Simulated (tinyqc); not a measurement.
What moves the results: Tamm state at the end of a one-band chain. A value that a table varies takes the place of the one given here.

A half-infinite chain with site energy 0 and hopping -t, band E = -2t cos(ka); the end site has energy D. The surface Green function of the unperturbed half chain is g = (E -/+ sqrt(E^2 - 4t^2))/(2t^2), the root with |t g| <= 1 and Im g <= 0, and with the shift G = g/(1 - D g).

Inputs chosen for the exercise: t = 0.99 eV (hopping); a = 2.8 angstrom (spacing); D = -2.17 eV (shift of the end site); E = 0.48 eV (energy in the band).

## Threshold for a surface state

For |D| > t: E = D + t^2/D, weight on the end site 1 - t^2/D^2, decay length of the amplitude a/ln|D/t|; a dash: no bound state. The last column is the surface density -Im G/pi at E = 0.

Against D:
```
D/t,D (eV),E (eV),end weight,decay length (angstrom),density at E = 0 (1/eV)
-3.00,-2.970,-3.3000,0.8889,2.55,0.0322
-2.00,-1.980,-2.4750,0.7500,4.04,0.0643
-1.40,-1.386,-2.0931,0.4898,8.32,0.1086
-1.10,-1.089,-1.9890,0.1736,29.38,0.1455
-0.80,-0.792,-,-,-,0.1961
0.50,0.495,-,-,-,0.2572
0.95,0.941,-,-,-,0.1690
1.05,1.040,1.9824,0.0930,57.39,0.1529
1.30,1.287,2.0485,0.4083,10.67,0.1195
2.50,2.475,2.8710,0.8400,3.06,0.0443
```

How do the results move?

A state splits off only for |D| > t = 0.99 eV, although in the middle of an endless chain any shift binds one. Just past the threshold, at D/t = 1.05, it lies 2.4 meV outside the band and spreads over 57.4 angstrom; at D/t = -3 it holds 89 % of the end site, and the density left at the band centre has fallen to 0.10 of the clean value.

## What each parameter does

E = D + t^2/D, weight 1 - (t/D)^2, decay length -a/ln|t/D|, surface density -Im G/pi at E. Each row changes one parameter from the base and keeps the others.

Results:
```
case,bound level (eV),weight,decay (angstrom),density (1/eV)
base,-2.6217,0.7919,3.568,0.0454
t = 1.0395 eV,-2.6680,0.7705,3.804,0.0471
D = -2.604 eV,-2.9804,0.8555,2.895,0.0339
a = 3.08 angstrom,-2.6217,0.7919,3.925,0.0454
E = 0.24 eV,-2.6217,0.7919,3.568,0.0504
```

What can be read from the table?

The largest shifts from the base row, up to three for each result and ties (the steps differ in size, so this ranks the rows, not the parameters). bound level (eV): D -0.3587, t -0.0463; unchanged at the printed digits by a and E. weight: D +0.0636, t -0.0213; unchanged at the printed digits by a and E. decay (angstrom): D -0.673, a +0.357, t +0.237; unchanged at the printed digits by E. density (1/eV): D -0.0115, E +0.0049, t +0.0017; unchanged at the printed digits by a.

Computed by tinyqc, a small Python program: `OMP_NUM_THREADS=1 python tinyqc.py 1482696 1482697 out.jsonl` (the numbers bound the seed that draws the inputs); one thread of a shared host (Intel(R) Xeon(R) Processor @ 2.30GHz), about 0.01 s for the whole set of steps.
